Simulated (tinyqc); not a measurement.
Size effects in the resistivity of thin metal films and interconnect lines: one step, computed by the program tinyqc. Command: `OMP_NUM_THREADS=1 python tinyqc.py 3029849 3029850 out.jsonl size walk`. One thread of a shared host (Intel(R) Xeon(R) Processor @ 2.30GHz), about 0.01 s of CPU time with the checks.

Electrons lose their drift at surfaces (a share 1 - p of the hits) and at grain boundaries (reflection R), besides bulk scattering.

Problem. Grain boundaries. Mayadas-Shatzkes: alpha = (lambda/D) R/(1 - R); rho_b/rho = 1 - 3 alpha/2 + 3 alpha^2 - 3 alpha^3 ln(1 + 1/alpha).

Inputs (values chosen for the exercise, modelled on platinum): bulk mean free path lambda = 7.17 nm; grain-boundary reflection R = 0.23.

Geometry: film.

grain size D = 12.48 nm

Give: alpha; rho/rho_b from grains.

Solution.

alpha = 0.1716

rho/rho_b from grains = 1.247

The linear estimate 1 + 3 alpha/2 gives 1.257, within 2 %.
